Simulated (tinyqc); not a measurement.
Size effects in the resistivity of thin metal films and interconnect lines: one step, computed by the program tinyqc.

Electrons lose their drift at surfaces (a share 1 - p of the hits) and at grain boundaries (reflection R), besides bulk scattering. The line sits in a trench with a non-conducting liner on both walls and the bottom; the spacing equals the drawn width.

Problem. Resistance and delay. Total: rho = rho_b [1 + surface excess + grain excess]; resistance per length rho/(w_m h_m); capacitance per length C = 2 k eps_0 (aspect ratio + 1/2), a parallel-plate estimate for two neighbours plus a fixed term for the planes above and below; delay 0.38 R C L^2; effective resistivity per drawn area.

Inputs (values chosen for the exercise, modelled on ruthenium):
```
quantity                          value         unit
bulk resistivity rho_b             7.67  microohm cm
aspect ratio (height over width)    2.4            -
line length                         150   micrometre
permittivity of the dielectric k    3.6            -
```

Geometry: line.

rho/rho_b from surfaces = 1.084341

rho/rho_b from grains = 1.016708

metal width w_m = 43 nm

metal height h_m = 107 nm

share of the trench filled by metal = 94.67078 %

Constants: eps_0 = 8.8541878128e-12 F/m.

Give: resistivity rho; resistance per length; capacitance per length; RC delay; effective resistivity per drawn area.

Solution.

resistivity rho = 8.4450 microohm cm

resistance per length = 18.355 ohm/micrometre

capacitance per length = 0.18488 fF/micrometre

RC delay = 29.013 ps

effective resistivity per drawn area = 8.9204 microohm cm

Of the factor 1.16 over bulk, scattering gives 1.10 and the liner 1.06; within scattering, surfaces outweigh grain boundaries (0.02 against 0.08, grains first).
